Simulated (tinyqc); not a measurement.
What moves the results: carrier statistics of a doped semiconductor with parabolic bands. A value that a table varies takes the place of the one given here.

Eg(T) = Eg0 - al T^2/(T + be); m_de = Mv^(2/3) (ml mt^2)^(1/3); m_dh = (mhh^(3/2) + mlh^(3/2))^(2/3); Nc and Nv from N = 2 (m kB T/(4 pi c))^(3/2) with c = hbar^2/2m0, in 1/angstrom^3; times 1e24 for 1/cm^3.

Energies are counted from Ev, so Ec = Eg. n = Nc F_1/2((EF - Eg)/kT), p = Nv F_1/2(-EF/kT), ND+ = ND/(1 + 2 exp((EF - Eg + ED)/kT)), NA- = NA/(1 + 4 exp((EA - EF)/kT)); neutrality asks p + ND+ = n + NA-. F_j(eta) = (1/Gamma(j + 1)) integral_0^infinity x^j dx/(1 + exp(x - eta)), which tends to exp(eta) for eta << 0.

Constants: hbar^2/2m0 = 3.80998211 eV angstrom^2; kB = 8.617333262e-05 eV/K.

Parameters, chosen for this exercise (near those of AlAs; the results hold for these values, not for the real material): Eg0 = 2.219 eV (gap at 0 K); al = 0.000709 eV/K (Varshni alpha); be = 538 K (Varshni beta); ml = 1 m0 (longitudinal electron mass); mt = 0.228 m0 (transverse electron mass); Mv = 3 (equivalent valleys); mhh = 0.734 m0 (heavy-hole mass); mlh = 0.155 m0 (light-hole mass); ND = 1.7e+17 1/cm^3 (donors); NA = 6.8e+12 1/cm^3 (acceptors); ED = 0.0705 eV (donor level below Ec); EA = 0.0596 eV (acceptor level above Ev); T = 150 K.

## Temperature

Neutrality solved at each temperature; ni = sqrt(Nc Nv) exp(-Eg/2kT).

Carriers (1/cm^3):
```
T (K)  EF (eV)         n         p  majority / |ND - NA|        ni  Eg (eV)
30      2.1718  9.71e+09    <1e-99              5.71e-08    <1e-99   2.2179
50      2.1749  8.48e+13    <1e-99              0.000499  2.45e-94   2.2160
77      2.1660  2.13e+15    <1e-99                0.0125  9.03e-55   2.2122
120     2.1473  1.89e+16  2.88e-72                 0.111  2.34e-28   2.2035
200     2.0991  8.25e+16  1.20e-34                 0.486  3.15e-09   2.1806
300     2.0180  1.37e+17  2.18e-15                 0.804      17.3   2.1429
450     1.8689  1.60e+17    0.0373                 0.941  7.74e+07   2.0737
600     1.7010  1.66e+17  2.52e+05                 0.974  2.04e+11   1.9947
800     1.4595  1.68e+17  4.82e+10                 0.988  9.00e+13   1.8799
1000    1.2042  1.69e+17  8.99e+13                 0.993  3.90e+15   1.7580
```

Ionisation is incomplete: the majority density is below 90 % of the net doping at 30, 50, 77, 120, 200 and 300 K, down to a share of 5.7e-08. It is within 10 % of the net doping at 450, 600, 800 and 1000 K. The majority density never exceeds the net doping by 10 %; ni is 3.90e+15 1/cm^3 at 1000 K against a net doping of 1.70e+17. EF goes from 2.172 eV to 1.204 eV, where midgap is 0.879 eV and the intrinsic level (Boltzmann) 0.879 eV.

## Doping level

Only donors are present (NA = 0); eta is the distance of EF beyond the conduction edge in units of kT.

Neutral state:
```
ND (1/cm^3)  EF (eV)  majority (1/cm^3)  ionised share     eta
1.0e+14       2.0534           9.92e+13          0.992  -11.02
1.0e+15       2.0823           9.33e+14          0.933   -8.78
1.0e+16       2.1077           6.62e+15          0.662   -6.82
1.0e+17       2.1272           3.01e+16          0.301   -5.30
1.0e+18       2.1437           1.07e+17          0.107   -4.03
3.0e+18       2.1512           1.90e+17          0.063   -3.45
1.0e+19       2.1592           3.50e+17          0.035   -2.83
3.0e+19       2.1665           6.07e+17          0.020   -2.27
```

The impurity level lies at 2.1253 eV. The ionised share falls from 0.992 to 0.020 as EF passes through it between 1e+16 and 1e+17 1/cm^3 (share 1/3 there); it is below one half from 1e+17 1/cm^3 on. Over the last two rows the doping grows threefold and the majority density by a factor 1.73. EF comes within 3 kT of the majority band edge from 1e+19 1/cm^3 on. Above roughly 1e+19 1/cm^3 (N^(1/3) a = 0.26, with the radius a = sqrt(c/(m E)) from the ionisation energy E and the mass (ml mt^2)^(1/3)) the levels merge with the band and real ionisation is complete; sharp levels then overstate freeze-out.

## What each input does

Neutrality solved anew for each case. Each row changes one parameter from the base and keeps the others.

Results:
```
case                  EF (eV)  n (1/cm^3)  p (1/cm^3)
base                   2.1312    4.09e+16    1.52e-53
T = 130 K              2.1422    2.55e+16    4.42e-65
ND = 8.5e+16 1/cm^3    2.1260    2.73e+16    2.27e-53
NA = 8.84e+12 1/cm^3   2.1312    4.09e+16    1.52e-53
Eg0 = 2.269 eV         2.1812    4.09e+16    3.17e-55
mt = 0.2736 m0         2.1299    4.42e+16    1.68e-53
mhh = 0.8808 m0        2.1312    4.09e+16    1.95e-53
ED = 0.1057 eV         2.1149    1.16e+16    5.35e-53
```

The largest shifts from the base row, up to three for each result and ties (the steps differ in size, so this ranks the rows, not the parameters). EF (eV): Eg0 +0.0500, ED -0.0163, T +0.0110; unchanged at the printed digits by NA and mhh. n (1/cm^3): ED -2.93e+16, T -1.53e+16, ND -1.36e+16; unchanged at the printed digits by NA, Eg0 and mhh. p (1/cm^3): ED +3.84e-53, T -1.52e-53, Eg0 -1.49e-53; unchanged at the printed digits by NA.

Computed by tinyqc, a small Python program: `OMP_NUM_THREADS=1 python tinyqc.py 1681956 1681957 out.jsonl` (the numbers bound the seed that draws the inputs); one thread of a shared host (Intel(R) Xeon(R) Processor @ 2.30GHz), about 0.01 s for the whole set of steps.
